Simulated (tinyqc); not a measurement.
AlGaN/GaN HEMT with access regions, lumped model: two steps of the calculation.

A polarisation-induced electron sheet under a Schottky gate, in series with two ungated access regions and contacts. Drift law v = mu E/(1 + mu E/vs) under the gate. Currents in mA/mm, resistances in ohm mm. No self-heating, no channel-length modulation; fits for polarisation, barrier and offset are chosen for the exercise.

Parameters, values chosen for the exercise; values close to those of AlGaN/GaN structures:
- x = 0.31 (aluminium share of the barrier)
- d = 12 nm (barrier thickness)
- eps_r = 9.4 (relative permittivity of barrier and channel)
- mu = 1300 cm^2/(V s) (channel mobility)
- vs = 1.2e7 cm/s (saturation velocity)
- Lg = 0.5 um (gate length)
- Ls = 2 um (source access length)
- Ld = 1.5 um (drain access length)
- Rc = 0.33 ohm mm (resistance of each contact)
- ft = 0 (share of the drain-access electrons removed by traps)
- Vg = 0.5 V (gate voltage)
- Vd = 0.5 V (drain voltage)

Constants: q = 1.602176634e-19 C, eps0 = 8.8541878128e-14 F/cm where lengths are in cm. Results are converted to the units shown.

Task 1. Polarisation charge, threshold and sheet resistance. sigma = (5e13 x + 1.6e13 x^2) cm^-2, phiB = 0.84 + 1.3 x, dEc = 0.7 (1.71 x + x^2) in volts, Cb = eps0 eps_r/d, VT = phiB - dEc - q sigma/Cb, access density n0 = -Cb VT/q. Rsh = 1/(q mu n0); largest access current q n0 vs.

Wanted: sigma; Cb; VT; n0; Rsh; q n0 vs.

Result 1.

sigma = 1.704e13 cm^-2
Cb = 0.6936 uF/cm^2
VT = -3.131 V
n0 = 1.355e13 cm^-2
Rsh = 354.2 ohm
q n0 vs = 2606 mA/mm

Task 2. Drain current. Access resistance R(L, n) = L/(q mu n sqrt(1 - (I/(q n vs))^2)); Rs = Rc + R(Ls, n0), Rd = Rc + R(Ld, (1 - ft) n0). Vg' = Vg - I Rs, Vd' = Vd - I (Rs + Rd); with u = Vg' - VT, Vc = vs Lg/mu and w the smaller of Vd' and Vc [sqrt(1 + 2 u/Vc) - 1] (0 if negative), the channel gives (mu Cb/Lg)(u w - w^2/2)/(1 + w/Vc). I(new) = I + 0.1 (channel current - I).

I after iteration 1 = 235.59888 mA/mm
VT = -3.1310535 V
Cb = 0.69357805 uF/cm^2
n0 = 1.3554248e13 cm^-2

Wanted: Rs; Rd; Vg'; Vd'; channel current; I after iteration 2.

Result 2.

Rs = 1.041 ohm mm
Rd = 0.8635 ohm mm
Vg' = 0.2547 V
Vd' = 0.05122 V
channel current = 279.3 mA/mm
I after iteration 2 = 240.0 mA/mm

tinyqc, about 0.02 s, one thread, Intel Xeon 2.30GHz (shared host): `OMP_NUM_THREADS=1 python tinyqc.py 2570059 2570060 out.jsonl`
